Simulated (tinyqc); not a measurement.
Inside a calculation. Method: plane-wave Kohn-Sham cycle with exchange-only LDA in a layered model solid. One step of it, computed by the program tinyqc.

Problem. Iteration 1: levels at that k. Diagonalise the Hermitian matrix.

H (hartree), lower triangle:
```
           -2         -1         +0         +1        +2
-2   2.062168
-1  -0.075000   0.361001
+0   0.000000  -0.075000  -0.206055
+1   0.000000   0.000000  -0.075000   0.361001
+2   0.000000   0.000000   0.000000  -0.075000  2.062168
```

Give: eigenvalues.

Solution.

eigenvalues (hartree): -0.2253  0.3577  0.3770  2.0655  2.0655
